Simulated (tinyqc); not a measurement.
## Junction parameters from two forward currents

Problem. D(v) = J1 (exp(v/Vt) - 1) + J2 (exp(v/(2 Vt)) - 1). Find J1, J2 and the voltage 2 Vt ln(J2/J1) near which both parts are equal.

Inputs (values chosen for the exercise): temperature T = 358 K.

Constants: q = 1.602176634e-19 C, kB = 1.380649e-23 J/K, Vt = kB T/q. Results are converted to the units shown.

junction voltages (V): 0.26  0.63
currents (uA/um): 2.9606204e-7  5.9286086e-4

Answer. The current is linear in J1 and J2, so two points give two equations.

J1 = 6.400e-13 uA/um
J2 = 4.400e-9 uA/um
crossover = 0.5452 V

Computed by the program tinyqc: `OMP_NUM_THREADS=1 python tinyqc.py 2182237 2182238 out.jsonl`, one thread of a shared Intel Xeon 2.30GHz, about 0.2 s for the whole run.
